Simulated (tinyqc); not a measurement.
Dopants and charged point defects at anneal temperature: Fermi-level effect, clustering and pairing. From enhancement over intrinsic back to total dopant density N. Computed by tinyqc, a small Python program. Command: `OMP_NUM_THREADS=1 python tinyqc.py 3019471 3019472 out.jsonl pairing inv`. One thread of a shared host (Intel(R) Xeon(R) Processor @ 2.30GHz), about 0.05 s of CPU time with the checks.

Boltzmann statistics and full ionisation of active dopants. Energies are counted from the valence band; the defect (a vacancy or self-interstitial) has five charge states, with all degeneracy factors one.

Inputs (values chosen for the exercise, with bands modelled on germanium):
```
quantity,value,unit
gap at 0 K E_g0,0.747,eV
Varshni alpha,0.000483,eV/K
Varshni beta,231,K
electron mass m_e,0.224,m_0
valleys M_c,4,-
hole mass m_h,0.334,m_0
anneal temperature T,750,K
formation enthalpy of the neutral defect H_f,2.18,eV
formation entropy S_f,2.5,k_B
site density N_s,3.3e+22,cm^-3
dopant atoms per cluster k,3,-
cluster binding energy E_b,1.04,eV
```

Dopant: donor. Second part: clustering of the dopant.

defect levels as fractions of E_g(T): (2+/+), (+/0), (0/-), (-/2-): [0.093, 0.27, 0.36, 0.69]

Constants: m_0 = 9.1093837015e-31 kg; k_B = 1.380649e-23 J/K; h = 6.62607015e-34 J s; k_B = 8.617333262e-05 eV/K.

Method:
- E_g = E_g0 - alpha T^2/(T + beta).
- N_c = 2 M_c (2 pi m_e k_B T/h^2)^(3/2) and N_v = 2 (2 pi m_h k_B T/h^2)^(3/2), masses in units of m_0.
- n_i = sqrt(N_c N_v) exp(-E_g/2 k_B T); E_i = E_g/2 + (k_B T/2) ln(N_v/N_c).
- n = A/2 + sqrt(A^2/4 + n_i^2) for an active density A.
- k ionised dopants and k carriers form one neutral cluster: C = N_s (A/N_s)^k (n/N_b)^k exp(E_b/k_B T), N_b the effective density of states of the majority band, and N = A + k C (60 bisections in ln A between ln N - 90 and ln N).
- chi = n/n_i (for acceptors n_i/p); E_F = E_i + k_B T ln chi; field enhancement h = 1 + A/sqrt(A^2 + 4 n_i^2).
- C_0 = N_s exp(S_f/k_B) exp(-H_f/k_B T). Ratios to the neutral state at E_F = E_i: r_+ = exp((E(+/0) - E_i)/k_B T), r_2+ = r_+ exp((E(2+/+) - E_i)/k_B T), r_- = exp((E_i - E(0/-))/k_B T), r_2- = r_- exp((E_i - E(-/2-))/k_B T); at other E_F state q scales as chi^(-q). The enhancement is sum r_q chi^(-q)/sum r_q. The charge on the defects is left out of neutrality.

Problem. A run gave the result below. Find the total dopant density N, known to lie between 9.2e+19 and 2.1e+20 cm^-3.

enhancement over intrinsic = 122.142

Solution.

Each step takes the trial c = (a f_b - b f_a)/(f_b - f_a), f being the result less the target and a, b, c the logarithms of the listed values; c replaces end b, the old b replaces a if the sign of f changed, and otherwise f_a is halved.

Scan of the range:
```
total dopant density N (cm^-3),enhancement over intrinsic
9.20e+19,110.778
1.06e+20,117.001
1.21e+20,122.981
1.39e+20,129.436
1.59e+20,135.894
1.83e+20,142.876
2.10e+20,149.953
```

False position (Illinois rule, in the logarithm of the input) inside the bracket:
```
step,end a,end b,trial,enhancement over intrinsic
1,1.06000e+20,1.21000e+20,1.18773e+20,122.132
2,1.21000e+20,1.18773e+20,1.18800e+20,122.142
3,1.21000e+20,1.18800e+20,1.18800e+20,122.142
4,1.18800e+20,1.18800e+20,1.18800e+20,122.142
```

Enhancement over intrinsic rises at every point of a 13-point scan of the range (every second point is shown), so one value fits; it is bracketed by 1.06e20 and 1.21e20. Answer: total dopant density N = 1.188e20 cm^-3.
